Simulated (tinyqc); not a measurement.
# MOSFET in the linear regime without short-channel effects, parameter extraction from computed curves, step by step

Program tinyqc, `OMP_NUM_THREADS=1 python tinyqc.py 2210032 2210033 out.jsonl`; Intel Xeon 2.30GHz, shared host, one thread, about 0.01 s. Printed values are rounded.

Inversion charge Q = Cox n Vt W0(exp((Vg - VT)/(n Vt))), W0 the Lambert function and n = nf; u = Q/Cox; mobility mu = mu0/(1 + th1 u + th2 u^2); channel resistance Rch = (L - dL)/(W mu Q); Id = Vd/(Rch + Rsd/W). Cox = eps0 eox/tox. Small Vd, no channel-length or drain effects.

Parameters, values chosen for the exercise; channel values of the order met in silicon transistors: temperature T = 77 K; relative permittivity of the gate insulator (close to silicon dioxide) eox = 3.9; insulator thickness tox = 1 nm; low-field mobility mu0 = 94 cm^2/(V s); first mobility attenuation factor th1 = 0.7 1/V; second mobility attenuation factor th2 = 0 1/V^2; threshold voltage VT = 0.38 V; body factor nf = 1.46; gate width W = 10 um; drawn gate length L = 0.62 um; drawn less effective length dL = 0.015 um; source plus drain resistance Rsd = 250 ohm um; drain voltage Vd = 0.01 V.

Constants: q = 1.602176634e-19 C, kB = 1.380649e-23 J/K, Vt = kB T/q, eps0 = 8.8541878128e-14 F/cm where lengths are in cm. Results are converted to the units shown.

## Transfer curve

| point | Vg (V) |
|---|---|
| 0 | 0.14 |
| 1 | 0.26 |
| 2 | 0.38 |
| 3 | 0.5 |
| 4 | 0.62 |
| 5 | 0.74 |
| 6 | 0.86 |
| 7 | 0.98 |
| 8 | 1.1 |
| 9 | 1.22 |
| 10 | 1.34 |

u, mu, Rch and Id as defined.

| point | u (V) | mu (cm^2/(V s)) | Rch (ohm) | Id (uA) |
|---|---|---|---|---|
| 0 | 1.68670e-13 | 94 | 1.10503e15 | 9.04950e-12 |
| 1 | 4.04227e-8 | 94.0000 | 4.61093e9 | 2.16876e-6 |
| 2 | 0.00549426 | 93.6399 | 34054.3 | 0.293433 |
| 3 | 0.0976194 | 87.9875 | 2039.79 | 4.84311 |
| 4 | 0.210190 | 81.9434 | 1017.22 | 9.59487 |
| 5 | 0.325940 | 76.5374 | 702.314 | 13.7492 |
| 6 | 0.442968 | 71.7515 | 551.238 | 17.3539 |
| 7 | 0.560685 | 67.5055 | 462.897 | 20.4961 |
| 8 | 0.678832 | 63.7209 | 405.040 | 23.2537 |
| 9 | 0.797274 | 60.3302 | 364.250 | 25.6904 |
| 10 | 0.915930 | 57.2769 | 333.965 | 27.8579 |

## Threshold and mobility at the peak transconductance

gm_i = (Id_(i+1) - Id_(i-1))/(Vg_(i+1) - Vg_(i-1)); at the point j of largest gm the tangent meets the axis at V_ext = Vg_j - Id_j/gm_j; field-effect mobility gm_j L/(W Cox Vd) with the drawn L.

| point | gm (uS) |
|---|---|
| 1 | 1.22264 |
| 2 | 20.1796 |
| 3 | 38.7560 |
| 4 | 37.1088 |
| 5 | 32.3295 |
| 6 | 28.1121 |
| 7 | 24.5822 |
| 8 | 21.6429 |
| 9 | 19.1843 |

j = 3
V_ext = 0.375036 V
field-effect mobility = 69.5852 cm^2/(V s)

V_ext is 5.0 mV below the model VT, and the mobility so found is 28 % below mu0 L/(L - dL) = 96.3 cm^2/(V s), the value for the drawn L; attenuation, series resistance and the slow approach of Q to a straight line all lower the peak gm.

## The Y function

Y_i = Id_i/sqrt(gm_i). For Id = beta Vd x/(1 + th x), x = Vg - VT, Y = sqrt(beta Vd) x whatever th. Slope s from points 6 and 9; VT_Y = Vg - Y/s at point 9; beta = s^2/Vd; mobility beta L/(W Cox) with the drawn L; th* = (beta Vd x/Id - 1)/x at point 9.

| point | Y (uA^0.5 V^0.5) |
|---|---|
| 1 | 1.96138e-6 |
| 2 | 0.0653210 |
| 3 | 0.777957 |
| 4 | 1.57507 |
| 5 | 2.41813 |
| 6 | 3.27304 |
| 7 | 4.13391 |
| 8 | 4.99843 |
| 9 | 5.86541 |

s = 7.20103 uA^0.5 V^-0.5
VT_Y = 0.405476 V
beta = 5185.48 uA/V^2
mobility from Y = 93.1039 cm^2/(V s)
th* = 0.790739 1/V

The mobility from Y is 3.3 % below mu0 L/(L - dL) = 96.3 cm^2/(V s), which it should reach in deep inversion when th2 = 0. th* compares with th1 + mu0 Cox Rsd/(L - dL) = 0.834 1/V, since series resistance enters like th1.
